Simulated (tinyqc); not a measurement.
Closable height against the size of the gap: wafer bonding and layer transfer: bond energy, gap closing, particles, bonding of dissimilar wafers and hydrogen blisters. Computed by tinyqc, a small Python program. Command: `OMP_NUM_THREADS=1 python tinyqc.py 3004660 3004661 out.jsonl bond walk`. One thread of a shared host (Intel(R) Xeon(R) Processor @ 2.30GHz), about 0.01 s of CPU time with the checks.

gamma is the energy per area of each of the two surfaces; plates are isotropic, and both wafers have E1 and t1.

Inputs (values chosen for the exercise, with wafer 1 close to silicon): Young's modulus E1 = 132 GPa; Poisson ratio nu = 0.28; thickness t1 = 725 micrometre; blade thickness t_b = 50 micrometre; crack length L = 11.6 mm.

Pair: two equal wafers.

Method. Two cantilevers opened by t_b: gamma = 3 t_b^2 E1 t1^3 E2 t2^3/(16 L^4 (E1 t1^3 + E2 t2^3)). E' = E1/(1 - nu^2), equal wafers of thickness t1 assumed. A gap of radius R closes if h_g < h_c: h_c = R^2/sqrt((2/3) E' t1^3/gamma) for R > 2 t1 (plate bending), h_c = 3.6 sqrt(R gamma/E') for R < 2 t1 (local deformation).

bond energy gamma = 0.651129 J/m^2

Gap closing:
```
R (mm)    regime    h_c (nm)  slope h_c/R
1.00e-04   local  2.4273e+00     0.024273
1.00e-03   local  7.6757e+00     0.007676
1.00e-02   local  2.4273e+01     0.002427
1.00e-01   local  7.6757e+01     0.000768
5.00e-01   local  1.7163e+02     0.000343
2.00e+00   plate  5.3508e+02     0.000268
5.00e+00   plate  3.3442e+03     0.000669
2.00e+01   plate  5.3508e+04     0.002675
5.00e+01   plate  3.3442e+05     0.006688
```

What follows from these numbers?

Roughness of 100 nm scale may be 2.4 nm in half height, waviness of radius 5 cm as much as 330 micrometre: h_c goes as R^(1/2) when the wafer deforms locally and as R^2 when it bends. The allowed slope is least near R = 2 t1, so defects about 4 t1 wide are the hardest to close; bow matters little.

Extremes, crossings and ranges named in words are read from the listed rows.
